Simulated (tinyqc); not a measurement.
Fermi-level pinning at a metal contact (Cowley-Sze model): barrier against work function.

Interface states of density Ds lie behind a thin layer of thickness dl. Neglecting the depletion charge, the barrier for electrons is phi = S (pM - chi) + (1 - S) E0 with S = 1/(1 + q Ds dl/(eps0 ei)); the barrier for holes is Eg - phi.

phi is listed beside the Schottky-Mott value pM - chi.

Inputs (values chosen for the exercise); material values close to those of silicon:
- Eg = 1.12 eV (band gap)
- chi = 4.08 eV (electron affinity)
- Ds = 2.6e14 cm^-2 eV^-1 (density of interface states)
- E0 = 0.52 eV (depth of their neutrality level below the conduction edge)
- dl = 0.33 nm (thickness of the interface layer)
- ei = 1.6 (its relative permittivity)

Constants: q = 1.602176634e-19 C, eps0 = 8.8541878128e-14 F/cm where lengths are in cm. Results are converted to the units shown.

Result of one run:
```
pM (eV),pM - chi (eV),phi (eV)
3.4,-0.6800,0.4079
```

What becomes of these results when the metal work function pM is changed from 3.4 to 5.2 eV, all else the same?

Result of the changed run:
```
pM (eV),pM - chi (eV),phi (eV)
5.2,1.120,0.5761
```

The whole series:
```
pM (eV),pM - chi (eV),phi (eV)
3.4,-0.6800,0.4079
3.7,-0.3800,0.4359
4,-0.08000,0.4639
4.3,0.2200,0.4920
4.6,0.5200,0.5200
4.9,0.8200,0.5480
5.2,1.120,0.5761
5.5,1.420,0.6041
5.8,1.720,0.6321
```

phi rises with slope S = 0.0934, by 0.224 eV over 2.40 eV of work function, and equals the Schottky-Mott value at pM = chi + E0 = 4.60 eV.

Program tinyqc, `OMP_NUM_THREADS=1 python tinyqc.py 2430032 2430033 out.jsonl`; Intel Xeon 2.30GHz, shared host, one thread, about 0.01 s.
